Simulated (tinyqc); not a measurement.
Haynes-Shockley experiment: drift, diffusion and decay of a minority-carrier pulse. From width at half maximum back to minority mobility mu. Computed by tinyqc, a small Python program. Command: `OMP_NUM_THREADS=1 python tinyqc.py 3112969 3112970 out.jsonl haynes inv`. One thread of a shared host (Intel(R) Xeon(R) Processor @ 2.30GHz), about 0.02 s of CPU time with the checks.

A thin sheet of excess carriers is made at x = 0, t = 0 in a long uniform bar; injection is low, so the pulse moves with the minority mobility.

Inputs (values chosen for the exercise, modelled on holes in n-type germanium in a lightly doped bar): lifetime tau = 36 microsecond; temperature T = 250 K; field F = 34 V/cm; distance d to the collector = 0.71 cm; injected sheet density N0 = 6.2e+09 1/cm^2.

Constants: k_B = 8.617333262e-05 eV/K.

Method:
- D = mu k_B T/e, v = mu F.
- Transit time d/v, diffusion length sqrt(D tau), drift length v tau, Peclet number v d/D = e F d/(k_B T).
- dn(x, t) = N0/sqrt(4 pi D t) exp(-(x - v t)^2/(4 D t) - t/tau).
- At fixed x the signal peaks where d ln(dn)/dt = 0: a t^2 + t/2 - x^2/(4 D) = 0 with a = v^2/(4 D) + 1/tau.
- The full width at half maximum is found by solving dn(x, t) = peak/2 on both sides of the peak.

Problem. A run gave the result below. Find the minority mobility mu, known to lie between 1400 and 3700 cm^2/(V s).

width at half maximum = 1.092464 microsecond

Solution.

Each step takes the trial c = (a f_b - b f_a)/(f_b - f_a), f being the result less the target and a, b, c the logarithms of the listed values; c replaces end b, the old b replaces a if the sign of f changed, and otherwise f_a is halved.

Scan of the range:
```
minority mobility mu (cm^2/(V s))  width at half maximum (microsecond)
1400                                                           1.48142
1650                                                           1.25717
1940                                                           1.06939
2280                                                           0.91003
2680                                                           0.77428
3150                                                           0.65881
3700                                                           0.56092
```

False position (Illinois rule, in the logarithm of the input) inside the bracket:
```
step    end a    end b    trial  width at half maximum (microsecond)
1     1650.00  1940.00  1901.79                              1.09086
2     1650.00  1901.79  1896.64                              1.09382
3     1901.79  1896.64  1899.00                              1.09246
4     1896.64  1899.00  1899.00                              1.09246
```

Width at half maximum falls at every point of a 13-point scan of the range (every second point is shown), so one value fits; it is bracketed by 1650 and 1940. Answer: minority mobility mu = 1899 cm^2/(V s).
